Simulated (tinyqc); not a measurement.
What moves the results: carrier statistics of a doped semiconductor with parabolic bands. A value that a table varies takes the place of the one given here.

Eg(T) = Eg0 - al T^2/(T + be); m_de = Mv^(2/3) (ml mt^2)^(1/3); m_dh = (mhh^(3/2) + mlh^(3/2))^(2/3); Nc and Nv from N = 2 (m kB T/(4 pi c))^(3/2) with c = hbar^2/2m0, in 1/angstrom^3; times 1e24 for 1/cm^3.

Energies are counted from Ev, so Ec = Eg. n = Nc F_1/2((EF - Eg)/kT), p = Nv F_1/2(-EF/kT), ND+ = ND/(1 + 2 exp((EF - Eg + ED)/kT)), NA- = NA/(1 + 4 exp((EA - EF)/kT)); neutrality asks p + ND+ = n + NA-. F_j(eta) = (1/Gamma(j + 1)) integral_0^infinity x^j dx/(1 + exp(x - eta)), which tends to exp(eta) for eta << 0.

Constants: hbar^2/2m0 = 3.80998211 eV angstrom^2; kB = 8.617333262e-05 eV/K.

Inputs chosen for the exercise (near those of Si; the results hold for these values, not for the real material):
```
symbol  value     unit    meaning
Eg0     1.169     eV      gap at 0 K
al      0.000476  eV/K    Varshni alpha
be      638       K       Varshni beta
ml      0.911     m0      longitudinal electron mass
mt      0.189     m0      transverse electron mass
Mv      6                 equivalent valleys
mhh     0.536     m0      heavy-hole mass
mlh     0.154     m0      light-hole mass
ND      1.1e+16   1/cm^3  donors
NA      2.6e+15   1/cm^3  acceptors
ED      0.0454    eV      donor level below Ec
EA      0.0454    eV      acceptor level above Ev
T       300       K
```

## Temperature

Neutrality solved at each temperature; ni = sqrt(Nc Nv) exp(-Eg/2kT).

Carriers (1/cm^3):
```
T (K)  EF (eV)         n         p  majority / |ND - NA|        ni  Eg (eV)
30      1.1242  3.28e+10    <1e-99              3.90e-06  4.05e-81   1.1684
50      1.1238  7.63e+13  4.14e-96               0.00908  1.78e-41   1.1673
77      1.1164  2.33e+15  1.25e-55                 0.277  1.70e-20   1.1651
120     1.0885  6.87e+15  5.53e-28                 0.818  1.95e-06   1.1600
200     1.0171  8.23e+15  1.45e-07                 0.980  3.45e+04   1.1463
300     0.9143  8.36e+15  4.97e+03                 0.995  6.44e+09   1.1233
450     0.7434  8.39e+15  9.86e+10                 0.999  2.88e+13   1.0804
600     0.5626  9.00e+15  6.05e+14                  1.07  2.33e+15   1.0306
800     0.4524  7.82e+16  6.98e+16                  9.31  7.39e+16   0.9572
1000    0.4021  6.57e+17  6.48e+17                  78.2  6.54e+17   0.8784
```

Ionisation is incomplete: the majority density is below 90 % of the net doping at 30, 50, 77 and 120 K, down to a share of 3.9e-06. It is within 10 % of the net doping at 200, 300, 450 and 600 K. At 800 and 1000 K thermal pairs lift it more than 10 % above the net doping; ni has reached 6.54e+17 1/cm^3 at 1000 K against a net doping of 8.40e+15. EF goes from 1.124 eV to 0.402 eV, where midgap is 0.439 eV and the intrinsic level (Boltzmann) 0.402 eV.

## Doping level

Only donors are present (NA = 0); eta is the distance of EF beyond the conduction edge in units of kT.

Neutral state:
```
ND (1/cm^3)  EF (eV)  majority (1/cm^3)  ionised share     eta
1.0e+14       0.7999           1.00e+14          1.000  -12.51
1.0e+15       0.8594           1.00e+15          1.000  -10.21
1.0e+16       0.9188           9.96e+15          0.996   -7.91
1.0e+17       0.9774           9.61e+16          0.961   -5.64
1.0e+18       1.0310           7.55e+17          0.755   -3.57
3.0e+18       1.0525           1.72e+18          0.572   -2.74
1.0e+19       1.0733           3.74e+18          0.374   -1.93
3.0e+19       1.0907           7.02e+18          0.234   -1.26
```

The impurity level lies at 1.0779 eV. The ionised share falls from 1.000 to 0.234 as EF passes through it between 1e+19 and 3e+19 1/cm^3 (share 1/3 there); it is below one half from 1e+19 1/cm^3 on. Over the last two rows the doping grows threefold and the majority density by a factor 1.88. EF comes within 3 kT of the majority band edge from 3e+18 1/cm^3 on. Above roughly 4e+18 1/cm^3 (N^(1/3) a = 0.26, with the radius a = sqrt(c/(m E)) from the ionisation energy E and the mass (ml mt^2)^(1/3)) the levels merge with the band and real ionisation is complete; sharp levels then overstate freeze-out.

## What each input does

Neutrality solved anew for each case. Each row changes one parameter from the base and keeps the others.

Results:
```
case                 EF (eV)  n (1/cm^3)  p (1/cm^3)
base                  0.9143    8.36e+15    4.97e+03
T = 340 K             0.8704    8.37e+15    1.72e+06
ND = 2.2e+16 1/cm^3   0.9358    1.92e+16    2.16e+03
NA = 1.3e+15 1/cm^3   0.9180    9.65e+15    4.30e+03
Eg0 = 1.219 eV        0.9643    8.36e+15         718
mt = 0.2268 m0        0.9096    8.37e+15    5.96e+03
mhh = 0.6432 m0       0.9143    8.36e+15    6.32e+03
ED = 0.0681 eV        0.9141    8.31e+15    5.00e+03
```

The largest shifts from the base row, up to three for each result and ties (the steps differ in size, so this ranks the rows, not the parameters). EF (eV): Eg0 +0.0500, T -0.0439, ND +0.0215; unchanged at the printed digits by mhh. n (1/cm^3): ND +1.09e+16, NA +1.29e+15, ED -5.39e+13; unchanged at the printed digits by Eg0 and mhh. p (1/cm^3): T +1.72e+06, Eg0 -4.25e+03, ND -2.81e+03.

Program tinyqc; command `OMP_NUM_THREADS=1 python tinyqc.py 1680069 1680070 out.jsonl`; about 0.01 s on one thread of a shared Intel(R) Xeon(R) Processor @ 2.30GHz.
